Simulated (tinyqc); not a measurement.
Defects against doping: deep level with several charge states.

Energies from Ev. The defect has charge states +1, 0, -1 with weights 1, gm exp((EF - E1)/kT), exp((2 EF - E1 - E2)/kT); the shares are the weights over their sum. Boltzmann carriers: n = Nc exp((EF - Eg)/kT), p = Nv exp(-EF/kT). Neutrality: p - n + Nd + Nt <q> = 0.

Constants: kB = 8.617333262e-05 eV/K.

Inputs chosen for the exercise (gap and densities of states near those of InP at this temperature; not measured data):
```
symbol  value     unit    meaning
Eg      1.316     eV      gap
Nc      8.53e+17  1/cm^3  conduction-band density of states
Nv      1.91e+19  1/cm^3  valence-band density of states
T       400       K
E1      0.635     eV      level (+1/0) above Ev
E2      0.94      eV      level (0/-1) above Ev
gm      2                 degeneracy of the middle state, the others 1
Nd      -9.7e+14  1/cm^3  ionised shallow donors minus acceptors
```

Nt takes the listed multiples of |Nd|; the resistivity uses mobilities of 1000 (electrons) and 300 (holes) cm^2/(V s), chosen for the exercise, and e = 1.602176634e-19 C.

Neutral state:
```
Nt/|Nd|  EF (eV)  n (1/cm^3)  p (1/cm^3)  rho (ohm cm)
0.01      0.3412    4.45e+05    9.60e+14          21.7
0.10      0.3445    4.90e+05    8.73e+14          23.8
0.30      0.3531    6.30e+05    6.79e+14          30.6
0.60      0.3724    1.10e+06    3.89e+14          53.5
0.90      0.4190    4.26e+06    1.00e+14           207
1.10      0.5331    1.17e+08    3.66e+12      5.68e+03
1.50      0.5873    5.62e+08    7.61e+11      2.73e+04
3.00      0.6350    2.24e+09    1.91e+11      1.05e+05
10.00     0.6867    1.01e+10    4.25e+10      2.74e+05
```

How do the results move, and what explains it?

EF goes from 0.341 to 0.687 eV and the resistivity from 21.7 to 2.74e+05 ohm cm, with a largest value of 2.74e+05. The largest move of EF, +0.114 eV, comes between Nt/|Nd| = 0.9 and 1.1; the levels lie at 0.635 and 0.94 eV. A defect can take up to one carrier of either sign, so the doping can be cancelled no earlier than Nt = |Nd|, there only if EF lies well beyond the level that takes the carriers and otherwise at larger Nt (mean charge +0.10 in the last row).

tinyqc: `OMP_NUM_THREADS=1 python tinyqc.py 1680651 1680652 out.jsonl`; about 0.01 s, one thread, shared Intel(R) Xeon(R) Processor @ 2.30GHz.
